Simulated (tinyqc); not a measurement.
Two branches across an indirect gap: complex band structure along [001] in sp3s* tight binding.

For k = (0, 0, kz) the phase sums are g0 = cos(phi) and g3 = i sin(phi), phi = kz a/4, and the s, pz, s* orbitals of anion (a) and cation (c) decouple from px, py. With z = exp(i phi), H(z) = H0 + z T + T^T/z for any complex z. H0 is diagonal (Esa, Epa, Exa, Esc, Epc, Exc). The anion-cation block is B(z) = z U + W/z and the cation-anion block z W^T + U^T/z, where U has Vss/2 (s,s), Vsapc/2 (s,z), -Vscpa/2 (z,s), Vxx/2 (z,z), Vxapc/2 (s*,z), -Vpaxc/2 (z,s*), and W has the same values with the s-z and s*-z signs reversed. |z| = 1 is a band state, |z| < 1 decays along [001] as exp(-kappa d) over a distance d, kappa = -(4/a) ln|z|. No spin-orbit coupling.

Values chosen for the exercise (out of a larger set: near a published set for AlAs, fitted to gaps, whose masses and valley positions are rough (light masses up to twice too heavy); not measured data): p = (-7.514, 0.981, -1.163, 3.596, 7.518, 6.687, -6.668, 1.878, 4.32, 5.105, 5.473, 4.488, 5.027) eV (order Esa, Epa, Esc, Epc, Exa, Exc, Vss, Vxx, Vxy, Vsapc, Vscpa, Vxapc, Vpaxc); a = 5.664 angstrom (lattice constant); Eg = 2.29 eV (top of the energy range, the indirect gap).

Ev = 0.00017 eV

The smallest kappa with Re kz = 0 and the smallest with Re kz > 0, at energies E from Ev; a dash: no such root.

Decay constants:

| E/Eg | E (eV) | kappa at Gamma (1/angstrom) | kappa off Gamma (1/angstrom) | its Re kz (2 pi/a) |
|---|---|---|---|---|
| 0.05 | 0.1145 | 0.0674 | 0.6662 | 0.751 |
| 0.20 | 0.4580 | 0.1284 | 0.6218 | 0.757 |
| 0.35 | 0.8015 | 0.1608 | 0.5710 | 0.764 |
| 0.50 | 1.1450 | 0.1805 | 0.5112 | 0.772 |
| 0.65 | 1.4885 | 0.1909 | 0.4381 | 0.781 |
| 0.80 | 1.8320 | 0.1927 | 0.3416 | 0.792 |
| 0.90 | 2.0610 | 0.1887 | 0.2493 | 0.802 |
| 0.97 | 2.2213 | 0.1829 | 0.1428 | 0.813 |

How do the results move, and what explains it?

The branch from the valence band at Gamma decays more slowly below E/Eg of about 0.94, and the branch from the conduction valley above. The two differ in Re kz, so passing from one to the other needs kz from an abrupt interface, a steep field, a phonon or a defect. Valleys off the [001] axis, such as L, are not seen on these branches.

Run: tinyqc, `OMP_NUM_THREADS=1 python tinyqc.py 1452244 1452245 out.jsonl`; Intel(R) Xeon(R) Processor @ 2.30GHz, one thread, shared host; about 0.01 s of CPU time with all checks.
